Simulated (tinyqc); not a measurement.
Inside a calculation. Model: n-type polysilicon, carrier trapping at grain boundaries.

tinyqc, about 0.01 s, one thread, Intel Xeon 2.30GHz (shared host): `OMP_NUM_THREADS=1 python tinyqc.py 2830177 2830178 out.jsonl` Printed values are rounded.

One-dimensional grains of size Lg, uniform ionised doping N, monovalent traps Qt at each boundary at a depth Et below (for electrons) or above (for holes) the band edge there, abrupt depletion of width W on each side of a boundary, Boltzmann statistics. xi is the distance from the band edge at the grain centre to the Fermi level. Trapped charge Qt/(1 + exp((xi + VB - Et)/Vt)) = 2 N W, barrier VB = q N W^2/(2 eps0 eps_r).

Values chosen for this exercise; values of the order met in polycrystalline silicon:
```
symbol,value,unit,meaning
T,350,K,temperature
eps_r,11.7,,relative permittivity
NB,3.53e19,cm^-3,conduction-band density of states at T
Lg,52,nm,grain size
Qt,3.1e12,cm^-2,trap density of a grain boundary
Et,0.45,eV,depth of the trap level from the majority band edge at the boundary
ms,0.46,m0,mass for thermionic emission
fe,0.25,,correction factor of the emission rate
mug,89,cm^2/(V s),mobility inside the grains
N,2.1e18,cm^-3,doping
```

Constants: q = 1.602176634e-19 C, kB = 1.380649e-23 J/K, m0 = 9.1093837015e-31 kg, Vt = kB T/q, eps0 = 8.8541878128e-14 F/cm where lengths are in cm. Results are converted to the units shown.

## Starting value

W = 7.4 nm.

W at the start = 7.4 nm

## Iteration 1: new W

Partly depleted grain, xi = Vt ln(NB/N): f = 1/(1 + exp((xi + VB - Et)/Vt)), g = Qt f - 2 N W, g' = -2 Qt f (1 - f) VB/(W Vt) - 2 N, W(new) = W - g/g'.

VB = 0.08892596 V
f = 0.9998938
g = -8.329332e9 cm^-2
g' = -4.202624e11 cm^-2/nm
W after iteration 1 = 7.380181 nm

## Iteration 2: new W

As before.

VB = 0.08845025 V
f = 0.9998954
g = -47700.00 cm^-2
g' = -4.202576e11 cm^-2/nm
W after iteration 2 = 7.380181 nm

## Course of the iteration

Stop when the step is below 1e-10 nm, or after 40 iterations.

Course of the iteration:
```
iteration  W before the step (nm)  step (nm)
1                             7.4    -0.0198
2                        7.380181   -1.14e-7
3                        7.380181    < 1e-14
```

Converged in 3 iterations.

## Depletion width, Fermi level and barrier

If the trap equation with xi = Vt ln(NB/N) has a root W < Lg/2, the grain is partly depleted; otherwise W = Lg/2 and the trap equation gives xi = Et - VB + Vt ln(Qt/(N Lg) - 1). N* = Qt/Lg.

N* = 5.961538e17 cm^-3
W = 7.380181 nm
xi = 0.08511176 V
VB = 0.08845025 V
share of traps filled = 0.9998954

N is 3.52 N*, and the grain is partly depleted; VB = 2.93 Vt.

## Resistivity and effective mobility

n0 = NB exp(-xi/Vt); mean density n0 (1 - 2 W/Lg) by charge balance in a partly depleted grain, and n0 (sqrt(pi)/2) erf(u)/u with u = sqrt(VB/Vt) in a fully depleted one; v = sqrt(kB T/(2 pi ms m0)); barrier resistivity Vt exp(VB/Vt)/(q fe n0 v Lg); grain resistivity (1 - 2 W/Lg)/(q n0 mug); effective mobility 1/(q mean density total resistivity).

n0 = 2.1e18 cm^-3
mean density = 1.503908e18 cm^-3
v = 4.284127e6 cm/s
barrier resistivity = 0.3022269 ohm cm
grain resistivity = 0.02391566 ohm cm
resistivity = 0.3261426 ohm cm
effective mobility = 12.72508 cm^2/(V s)

The resistivity is 9.77 times that of a single crystal with the same N and mobility mug, and the mean density is 71.6 % of N.
